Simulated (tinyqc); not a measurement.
## Model parameters from four stresses

Problem. The threshold shift of a transistor under bias-temperature stress follows dV = A (V/V0)^g exp[-(Ea q/kB)(1/T - 1/T0)] (t/1 s)^n. Find n, A, g and Ea.

Inputs (values chosen for the exercise):
- V0 = 1.5 V (reference stress voltage)
- T0 = 373 K (reference temperature)

Constants: q = 1.602176634e-19 C, kB = 1.380649e-23 J/K. Results are converted to the units shown.

dV at (V0, T0, 10 s), (V0, T0, 1000 s), (1.2 V, T0, 1000 s) and (V0, 398 K, 1000 s) (mV): 7.9468695  20.902396  9.3609523  29.714194

Answer. Each pair differs in one condition, and the logarithm of its ratio gives one exponent.

n = 0.2100
A = 4.900 mV
g = 3.600
Ea = 0.1800 eV

Numbers from tinyqc (`OMP_NUM_THREADS=1 python tinyqc.py 2070023 2070024 out.jsonl`; about 0.01 s on one thread of a shared Intel Xeon 2.30GHz).
